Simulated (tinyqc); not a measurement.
Gamma, L and X subbands of a thin body with non-parabolic valleys: sweeps and comparisons. A value that a table varies takes the place of the one given here.

Hard walls, flat band, c = hbar^2/2m0, energies from the bulk Gamma edge. For a valley at angle theta to the normal 1/m_z = cos^2/ml + sin^2/mt and m_d = sqrt(ml mt^2/m_z). Subband n starts at E_v + e with e (1 + a e) = c (n pi/t)^2/m_z, and its density-of-states mass is taken as m_d (1 + 2 a e), without further growth at higher in-plane energy. Groups are named by valley and degeneracy.

n_i = g m/(2 pi c) kB T ln(1 + exp((EF - E_i)/kB T)), sum n_i = Ns (1e12/cm^2 = 1e-4/angstrom^2), c = hbar^2/2m0. Quantum capacitance Cq = 1602.176634 sum g m/(2 pi c) f_i in microfarad/cm^2 with f_i = 1/(1 + exp((E_i - EF)/kB T)); Cox = 34.5313/eot (one gate); C/Cox = Cq/(Cq + Cox), the centroid term left out.

Constants: hbar^2/2m0 = 3.80998211 eV angstrom^2; kB = 8.617333262e-05 eV/K.

Inputs chosen for the exercise (near those of a thin GaAs channel; shifted at random, so the results belong to these values and not to a real crystal): face = 100 (surface); mG = 0.0665 m0 (Gamma mass); aG = 0.57 1/eV (Gamma non-parabolicity); EL = 0.259 eV (L edge above Gamma); mL = (1.93, 0.076) m0 (L valleys (four, along <111>): ml, mt); EX = 0.461 eV (X edge above Gamma); mX = (1.302, 0.224) m0 (X valleys (three, along <100>): ml, mt); aS = 0.34 1/eV (non-parabolicity of L and X); Ns = 5.2 x 1e12/cm^2 (sheet density); T = 300 K (temperature); eot = 13 angstrom (equivalent oxide thickness); ts = (18, 24, 30, 40, 55, 75, 110) angstrom (thicknesses); t = 88 angstrom (body thickness); Nl = (0.5, 1, 2, 4, 7, 11, 16) x 1e12/cm^2 (sheet densities).

## Thinning the body

Lowest edge of each valley type, the lowest group, the Gamma share and C/Cox, with n = 1 to 8 of all groups.

Results:

| t (angstrom) | Gamma (eV) | L (eV) | X (eV) | lowest | Gamma share (%) | C/Cox |
|---|---|---|---|---|---|---|
| 18 | 1.080 | 1.072 | 0.548 | X1 | 0.0 | 0.839 |
| 24 | 0.701 | 0.758 | 0.510 | X1 | 0.1 | 0.842 |
| 30 | 0.491 | 0.594 | 0.493 | G1 | 26.1 | 0.889 |
| 40 | 0.302 | 0.456 | 0.479 | G1 | 68.8 | 0.853 |
| 55 | 0.170 | 0.366 | 0.471 | G1 | 81.0 | 0.808 |
| 75 | 0.095 | 0.318 | 0.466 | G1 | 86.5 | 0.778 |
| 110 | 0.046 | 0.287 | 0.463 | G1 | 94.6 | 0.786 |

From 110 down to 18 angstrom Gamma rises by 1.03 eV, L by 0.79 and X by 0.08 eV, the light Gamma mass moving most. The lowest group changes from G1 to X1 between 30 and 24 angstrom. The Gamma share goes from 95 % to 0 %. C/Cox is 0.79 and 0.84 at the ends and lies between 0.78 and 0.89. Hard walls overstate the rise in the thinnest rows.

## Raising the sheet density

Fixed thickness, n = 1 to 8 of all groups; the gate overdrive above the lowest edge is (EF - E_lowest)/e + 0.1602177 Ns/Cox in volts.

Results:

| Ns (1e12/cm^2) | EF - lowest (eV) | Gamma share (%) | Cq | C/Cox | overdrive (V) |
|---|---|---|---|---|---|
| 0.5 | -0.003 | 99.7 | 2.29 | 0.463 | 0.027 |
| 1.0 | 0.025 | 99.5 | 3.51 | 0.569 | 0.085 |
| 2.0 | 0.064 | 98.9 | 4.61 | 0.635 | 0.184 |
| 4.0 | 0.123 | 94.7 | 6.56 | 0.712 | 0.365 |
| 7.0 | 0.173 | 80.4 | 15.13 | 0.851 | 0.595 |
| 11.0 | 0.202 | 64.2 | 29.95 | 0.919 | 0.866 |
| 16.0 | 0.223 | 51.6 | 46.66 | 0.946 | 1.188 |

The lowest subband is G1 n=1. At the highest density band filling takes 0.223 V of the 1.188 V overdrive. Cq grows from 2.3 to 46.7 microfarad/cm^2, helped by heavier valleys that begin to fill: the Gamma share falls from 100 % to 52 %.

## What each parameter does

n = 1 to 8 of all groups. Each row changes one parameter from the base and keeps the others.

Results:

| case | lowest edge (eV) | EF (eV) | Gamma share (%) | C/Cox |
|---|---|---|---|---|
| base | 0.070 | 0.218 | 89.4 | 0.777 |
| t = 82 angstrom | 0.080 | 0.228 | 87.9 | 0.775 |
| mG = 0.0765 m0 | 0.061 | 0.197 | 95.3 | 0.764 |
| aG = 0.4 1/eV | 0.071 | 0.222 | 88.0 | 0.779 |
| EL = 0.209 eV | 0.070 | 0.193 | 72.8 | 0.837 |
| Ns = 7.8 x 1e12/cm^2 | 0.070 | 0.250 | 76.6 | 0.872 |
| eot = 11 angstrom | 0.070 | 0.218 | 89.4 | 0.747 |
| T = 250 K | 0.070 | 0.226 | 93.4 | 0.762 |

The largest shifts from the base row, up to three for each result and ties (the steps differ in size, so this ranks the rows, not the parameters). lowest edge (eV): t +0.010, mG -0.009, aG +0.001; unchanged at the printed digits by EL, Ns, eot and T. EF (eV): Ns +0.032, EL -0.025, mG -0.021; unchanged at the printed digits by eot. Gamma share (%): EL -16.6, Ns -12.8, mG +5.9; unchanged at the printed digits by eot. C/Cox: Ns +0.095, EL +0.059, eot -0.030.

Program tinyqc; command `OMP_NUM_THREADS=1 python tinyqc.py 1250174 1250175 out.jsonl`; about 0.03 s on one thread of a shared Intel(R) Xeon(R) Processor @ 2.30GHz.
